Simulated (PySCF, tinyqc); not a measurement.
FCI on RHF in the sto-6g basis, for H2, spin multiplicity 1, step by step. The lowest restricted solution is unstable here: a spin-polarised one lies 0.0280 hartree lower (PySCF). Computed by tinyqc, a small Python program that keeps every step (integrals from PySCF). Settings: charge = 0, multiplicity = 1, basis = sto-6g, method = RHF, energy threshold = 1e-10, iteration cap = 75, orthogonalisation = canonical, start = atomic densities, DIIS depth = 6, ci = FCI. Command: `OMP_NUM_THREADS=1 python tinyqc.py 22558 22559 out.jsonl` (the two numbers bound the seeds that draw the settings). One thread of a shared host (Intel(R) Xeon(R) Processor @ 2.60GHz), about 0.09 s of CPU time with the checks. The early iterations of the SCF are left out here.

## One-electron integrals

Geometry (angstrom):
```
atom         x         y         z
H     0.000000  0.000000  0.000000
H     0.000000  0.000000  1.402000
```

Basis sto-6g: exponents (1/bohr^2) and contraction coefficients of normalised primitives:
```
element  l (shell)   exponent  coefficient
H            s (1)  35.523221     0.009164
H            s (1)   6.513144     0.049361
H            s (1)   1.822143     0.168538
H            s (1)   0.625955     0.370563
H            s (1)   0.243077     0.416492
H            s (1)   0.100112     0.130334
```

Overlap, kinetic and nuclear-attraction integrals over the contracted functions; the nuclear repulsion is the sum of Za Zb / Rab.

nuclear repulsion = 0.37744452 hartree

overlap S:
```
          1H 1s     2H 1s
1H 1s  1.000000  0.295064
2H 1s  0.295064  1.000000
```

kinetic energy T (hartree):
```
          1H 1s     2H 1s
1H 1s  0.768522  0.019770
2H 1s  0.019770  0.768522
```

nuclear attraction V (hartree):
```
           1H 1s      2H 1s
1H 1s  -1.614738  -0.397764
2H 1s  -0.397764  -1.614738
```

core Hamiltonian H = T + V (hartree):
```
           1H 1s      2H 1s
1H 1s  -0.846216  -0.377995
2H 1s  -0.377995  -0.846216
```

## Two-electron integrals

Functions are numbered as in S; the eight-fold symmetry (ij|kl) = (ji|kl) = (kl|ij) leaves the list below.

Two-electron integrals (ij|kl) in chemists' order, unique and non-zero (hartree):
```
(11|11) 0.774999   (21|11) 0.162686   (21|21) 0.050512   (22|11) 0.367121
(22|21) 0.162686   (22|22) 0.774999
```

## Orthogonalisation

S = U s U^T; canonical form X = U s^(-1/2), so that X^T S X = 1. Each column of U has its largest component positive (the first on a tie).

eigenvalues of S: 0.704936  1.295064

X:
```
               1         2
1H 1s   0.842190  0.621354
2H 1s  -0.842190  0.621354
```

## Iteration 3 (converged): orbitals

converged F (hartree):
```
           1H 1s      2H 1s
1H 1s  -0.157409  -0.335608
2H 1s  -0.335608  -0.157409
```

Diagonalise F' = X^T F X, C = X C', fill 1 alpha and 1 beta electrons from the bottom; D = 2 C_occ C_occ^T. Each column has its largest component positive (the first on a tie).

F' = X^T F X (hartree):
```
          1          2
1  0.252787   0.000000
2  0.000000  -0.380689
```

orbital energies (hartree): MO1 -0.380689, MO2 0.252787

coefficients C:
```
            MO1        MO2
1H 1s  0.621354   0.842190
2H 1s  0.621354  -0.842190
```

D after iteration 3:
```
          1H 1s     2H 1s
1H 1s  0.772162  0.772162
2H 1s  0.772162  0.772162
```

## Convergence

Stop when the energy changes by less than 1e-10 hartree and every element of the error matrix X^T (F D S - S D F) X is below 3e-06.

Course of the cycle:
```
iteration  E (hartree)     change  largest element of the error matrix
1          -0.61769861          -                             4.36e-17
2          -0.94853357  -3.31e-01                             2.03e-16
3          -0.94853357   4.44e-16                             8.71e-17
```

PySCF RHF in the same basis = -0.94853357 hartree

Converged in 3 iterations.

## Integrals over molecular orbitals

(pq|rs) = sum C_ip C_jq C_kr C_ls (ij|kl), one index at a time.

one-electron integrals over orbitals h = C^T H C (hartree):
```
           1          2
1  -0.945289   0.000000
2   0.000000  -0.664205
```

Two-electron integrals over orbitals (pq|rs), unique and non-zero (hartree):
```
(11|11) 0.564601   (21|21) 0.223388   (22|11) 0.570190   (22|22) 0.596055
```

## FCI: determinants and Hamiltonian

Hartree-Fock energy = -0.94853357 hartree

Slater-Condon rules over spin orbitals, with the nuclear repulsion added and E(HF) subtracted on the diagonal.

Occupation strings over the orbitals (2 doubly, a alpha, b beta, 0 empty; spin orbitals ordered 1a 1b 2a 2b ...): 20 ab ba 02

H - E(HF) between determinants (hartree), lower triangle:
```
          20         ab        ba        02
20  0.000000
ab  0.000000   0.286674
ba  0.000000  -0.223388  0.286674
02  0.223388   0.000000  0.000000  0.593624
```

## FCI: roots

Diagonalise (each vector has its largest component positive (the first on a tie)); all determinants have Ms = 0, so triplets appear too. The lowest singlet root is the correlation energy.

lowest roots of this matrix, relative to E(HF) (hartree): -0.074671  0.063286  0.510062  0.668295

lowest vectors:
```
       root 1    root 2     root 3    root 4
20   0.948418  0.000000   0.000000  0.317023
ab   0.000000  0.707107   0.707107  0.000000
ba   0.000000  0.707107  -0.707107  0.000000
02  -0.317023  0.000000   0.000000  0.948418
```

<S^2> of these roots: 0.000000  2.000000  0.000000  0.000000

weight of the ground state by excitation level 0, 1, 2, ...: 0.899496  0.000000  0.100504

The reference has a weight of only 0.90: one determinant is a poor start here.
